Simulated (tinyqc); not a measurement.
From one set of inputs to another, one input at a time: vibrations of a mass or spring defect in a linear chain. Computed by tinyqc, a small Python program. Command: `OMP_NUM_THREADS=1 python tinyqc.py 3015055 3015056 out.jsonl localmode ladder`. One thread of a shared host (Intel(R) Xeon(R) Processor @ 2.30GHz), about 0.04 s of CPU time with the checks.

A ring of N atoms with nearest-neighbour springs k and motion along the chain. Atom 1 is the defect, of mass M', and its two springs are k'. Odd sites are A (the defect replaces an A atom), even sites B.

The inputs printed are set A. Inputs not listed in the table keep their values of set A, so the rows need not describe a real material.

Inputs (values chosen for the exercise, for a model chain):
```
quantity,value,unit
spring constant k,14.2,eV/angstrom^2
mass M_A,69,u
mass M_B,14.4,u
defect mass M',31.8,u
spring ratio k'/k at the defect,1.4,-
isotope mass step,2,u
```

Host: diatomic.

Constants: nu for 1 eV/(angstrom^2 u) = 15.6333042 THz.

Method:
- Host bands: lambda from 0 to 2k/M(heavy) and from 2k/M(light) to 2k (1/M_A + 1/M_B).
- nu = 15.6333042 THz x sqrt(lambda), lambda in eV/(angstrom^2 u).
- D_ii = (sum of the two springs at i)/M_i, D_ij = -k_ij/sqrt(M_i M_j) for neighbours, closed into a ring.
- The same matrix for 120 atoms; amplitudes are the mass-weighted eigenvector, in size, relative to the defect, for the highest mode; its weight is the squared component of the normalised eigenvector on the defect.
- Raise M' by the isotope step in the 120-atom ring. First order, good only for a step much smaller than M': Delta nu/nu = -(1/2) (weight on the defect) Delta M'/M'; a defect vibrating against fixed neighbours would give sqrt(M'/(M' + step)) - 1.

Each row keeps all changes above it:
```
input moved,from,to,"highest frequency, long ring (THz)",ratio to the top of the host band,"shift, exact (%)"
set A,-,-,28.349,1.1745,-0.8473
mass M_B (u),14.4,407,17.830,1.6439,-2.8799
mass M_A (u),69,115,17.829,2.0264,-2.8814
spring ratio k'/k at the defect,1.4,1.5,18.454,2.0975,-2.8821
defect mass M' (u),31.8,52.3,14.578,1.6569,-1.7331
spring constant k (eV/angstrom^2),14.2,6.54,9.893,1.6569,-1.7331
```

Highest frequency, long ring goes from 28.3 to 9.89, a factor 0.349 in all. The largest single move comes from mass M_B (a factor 0.629). Ratio to the top of the host band goes from 1.17 to 1.66, a factor 1.41 in all. The largest single move comes from mass M_B (a factor 1.40), and defect mass M' works against it (a factor 0.790). shift, exact goes from -0.847 to -1.73, -0.886 in all. The largest single move comes from mass M_B (-2.03), and defect mass M' works against it (+1.15). The single moves hold for this order of the switches; the total does not depend on the order.

Extremes, crossings and ranges named in words are read from the listed rows.
